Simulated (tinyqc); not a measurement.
Inside a calculation. Method: Pariser-Parr-Pople SCF with singles CI, for the molecule C=CC1=CC(O)=C1 (SMILES; centres numbered as the heavy atoms are written). One step of it, computed by the program tinyqc.

Question. Iteration 2: Fock matrix. F_rr = H_rr + P_rr gamma_rr / 2 + sum_(s != r) P_ss gamma_rs; F_rs = H_rs - P_rs gamma_rs / 2; E = tr P (H + F) / 2 + core repulsion sum_(r<s) z_r z_s gamma_rs.

P after iteration 1:
```
           1C         2C         3C         4C         5C         6O         7C
1C   0.940452   0.900187   0.140445  -0.163182  -0.165674   0.230414  -0.173041
2C   0.900187   0.979592   0.416643   0.019367  -0.114009   0.020235   0.025406
3C   0.140445   0.416643   0.734271   0.492047   0.239784  -0.342829   0.497754
4C  -0.163182   0.019367   0.492047   1.493803   0.461295  -0.092762  -0.506909
5C  -0.165674  -0.114009   0.239784   0.461295   0.836358   0.621293   0.454991
6O   0.230414   0.020235  -0.342829  -0.092762   0.621293   1.523302  -0.089050
7C  -0.173041   0.025406   0.497754  -0.506909   0.454991  -0.089050   1.492222
```

core matrix H (eV):
```
            1C          2C          3C          4C          5C          6O          7C
1C  -38.810846   -2.390000    0.000000    0.000000    0.000000    0.000000    0.000000
2C   -2.390000  -44.948908   -2.390000    0.000000    0.000000    0.000000    0.000000
3C    0.000000   -2.390000  -52.376298   -2.390000    0.000000    0.000000   -2.390000
4C    0.000000    0.000000   -2.390000  -50.297861   -2.390000    0.000000    0.000000
5C    0.000000    0.000000    0.000000   -2.390000  -55.738990   -2.270000   -2.390000
6O    0.000000    0.000000    0.000000    0.000000   -2.270000  -58.739131    0.000000
7C    0.000000    0.000000   -2.390000    0.000000   -2.390000    0.000000  -51.008446
```

repulsion gamma_rs (eV):
```
           1C         2C         3C         4C         5C         6O         7C
1C  11.620000   7.702240   5.288232   3.607406   3.248538   2.534038   4.316354
2C   7.702240  11.620000   7.702655   5.020039   4.000175   2.961455   5.020889
3C   5.288232   7.702655  11.620000   7.701434   6.164639   4.118952   7.701434
4C   3.607406   5.020039   7.701434  11.620000   7.701434   5.261454   6.164639
5C   3.248538   4.000175   6.164639   7.701434  11.620000   8.671384   7.701434
6O   2.534038   2.961455   4.118952   5.261454   8.671384  20.620000   5.261848
7C   4.316354   5.020889   7.701434   6.164639   7.701434   5.261848  11.620000
```

Centres (angstrom, eV; a flat drawing with bonds scaled to 1.40 angstrom):

| centre | x | y | core charge z | W | gamma_rr |
|---|---|---|---|---|---|
| 1C | -2.785000 | 0.581000 | 1 | 9.580000 | 11.620000 |
| 2C | -1.892000 | -0.497000 | 1 | 9.580000 | 11.620000 |
| 3C | -0.512000 | -0.263000 | 1 | 9.580000 | 11.620000 |
| 4C | 0.630000 | -1.073000 | 1 | 9.580000 | 11.620000 |
| 5C | 1.440000 | 0.069000 | 1 | 9.580000 | 11.620000 |
| 6O | 2.820000 | 0.304000 | 2 | 29.930000 | 20.620000 |
| 7C | 0.298000 | 0.879000 | 1 | 9.580000 | 11.620000 |

Give: F; pi energy.

Answer.

F (eV):
```
         1C       2C       3C       4C       5C        6O       7C
1C  -3.5120  -5.8567  -0.3714   0.2943   0.2691   -0.2919   0.3735
2C  -5.8567  -3.5101  -3.9946  -0.0486   0.2280   -0.0300  -0.0638
3C  -0.3714  -3.9946  -1.1645  -4.2847  -0.7391    0.7060  -4.3067
4C   0.2943  -0.0486  -4.2847  -3.9988  -4.1663    0.2440   1.5625
5C   0.2691   0.2280  -0.7391  -4.1663  -3.1738   -4.9637  -4.1420
6O  -0.2919  -0.0300   0.7060   0.2440  -4.9637  -11.7615   0.2343
7C   0.3735  -0.0638  -4.3067   1.5625  -4.1420    0.2343  -4.0407
```

pi energy = -105.3458 eV
